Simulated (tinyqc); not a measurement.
Two-valley model of the transferred-electron effect: one step, computed by the program tinyqc. Command: `OMP_NUM_THREADS=1 python tinyqc.py 3030290 3030291 out.jsonl gunn walk`. One thread of a shared host (Intel(R) Xeon(R) Processor @ 2.30GHz), about 0.01 s of CPU time with the checks.

Both kinds of valley share one electron temperature T_e, and each has a constant mobility.

Task: Velocity. Density-of-states ratio R = Z (m2/m1)^(3/2); n2/n1 = R exp(-dE/(k_B T_e)); mean mobility mu = (mu1 + mu2 n2/n1)/(1 + n2/n1); energy balance e mu F^2 = (3/2) k_B (T_e - T)/tau_E; v = mu F.

Inputs (values chosen for the exercise, modelled on CdTe):
```
quantity                       value        unit
central-valley mass m1         0.097         m_0
satellite-valley mass m2         0.3         m_0
satellite valleys Z                4           -
valley separation dE            0.53          eV
central-valley mobility mu1     1000  cm^2/(V s)
satellite-valley mobility mu2     88  cm^2/(V s)
lattice temperature T            200           K
electric field F                 5.3       kV/cm
```

Solver: bisection.

electron temperature T_e = 367.3316 K

Constants: k_B = 8.617333262e-05 eV/K.

Give: share in the satellites; mean mobility; drift velocity.

Result:

share in the satellites = 1.1641e-04 %

mean mobility = 1000.00 cm^2/(V s)

drift velocity = 0.53000 1e7 cm/s
